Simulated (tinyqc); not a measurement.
Changing the pulse length: self-heating of a transistor with one or more fingers, with temperature-dependent conductivity. Computed by tinyqc, a small Python program. Command: `OMP_NUM_THREADS=1 python tinyqc.py 3017924 3017925 out.jsonl selfheat sweep`. One thread of a shared host (Intel(R) Xeon(R) Processor @ 2.30GHz), about 0.2 s of CPU time with the checks.

N long parallel fingers lie on the top face of a slab whose bottom is held at T_0; the top is otherwise insulated, and heat flows in two dimensions. P in W/mm is 1000 P in W/m.

Inputs (values chosen for the exercise, modelled on indium phosphide):
```
quantity,value,unit
conductivity at the base temperature kappa_0,55.1,W/(m K)
power per gate width P,0.66,W/mm
fingers N,6,-
finger pitch s,13,micrometre
width of the heat source w,1.8,micrometre
substrate thickness t,340,micrometre
heat capacity C,1.53,1e6 J/(m^3 K)
```

Power: power rises with temperature.

Method:
- A line source of power P on the top face raises the top at distance x by (P/(pi kappa_0)) g(x), g(x) = -ln tanh(pi x/(4 t)) (the image sum for the slab). On a strip of width w the centre sees the mean of g over the strip, g_0 = 1 + ln(8 t/(pi w)) for w much below t.
- theta_i = (P/(pi kappa_0)) [g_0 + sum over j != i of g(|i - j| s)], with equal powers and constant conductivity; thermal resistance = largest theta/P.
- After switching on, theta(tau) = (P D/kappa_0) int_0^tau X(u) Z(u) du at the hottest finger, D = kappa_0/C; X = sum over fingers at distance x of [erf((x + w/2)/r) - erf((x - w/2)/r)]/(2 w), Z = sum_(j=-200..200) (-1)^j exp(-(2 j t/r)^2)/sqrt(pi D u), r = 2 sqrt(D u); trapezoid rule on 300 points evenly spaced in ln u from u_0 = 1e-3 min(tau, w^2/D) to tau, plus the exact piece 2 sqrt(u_0/(pi D))/w below u_0. Conductivity and power are held at their base values here, and Fourier's law is used even where the diffusion length is near a phonon free path.

One run for each value:
```
pulse length (microsecond),linear rise after the pulse (K),share of the steady rise,diffusion length sqrt(D tau) (micrometre)
0.003,2.4488,0.02890,3.2869e-01
0.01,4.1396,0.04885,6.0011e-01
0.3,10.3230,0.12180,3.2869e+00
1,13.2360,0.15620,6.0011e+00
5,20.8470,0.24600,1.3419e+01
20,32.3190,0.38140,2.6838e+01
100,49.1920,0.58050,6.0011e+01
500,67.2630,0.79380,1.3419e+02
2000,81.1100,0.95720,2.6838e+02
```

Give the missing row, pulse length (microsecond) = 0.06.

Computed row; columns: (1) pulse length (microsecond); (2) linear rise after the pulse (K); (3) share of the steady rise; (4) diffusion length sqrt(D tau) (micrometre):
```
(1)      (2)      (3)         (4)
0.06  7.2845  0.08597  1.4700e+00
```

Interpolating between the two neighbouring rows (the first column on a logarithmic scale, the others too where they are positive) misses most in share of the steady rise, by 8.1 %. Over the rows, linear rise after the pulse (K) rises from 2.45 to 81.1 (exponent d ln y / d ln x 0.44 between the first rows and 0.14 between the last); share of the steady rise rises from 0.0289 to 0.957 (exponent d ln y / d ln x 0.44 between the first rows and 0.14 between the last); diffusion length sqrt(D tau) (micrometre) rises from 0.329 to 268 (exponent d ln y / d ln x about 0.50 throughout). Short pulses heat only the region within a diffusion length; the rise saturates when that length reaches the thickness, 340 micrometre.
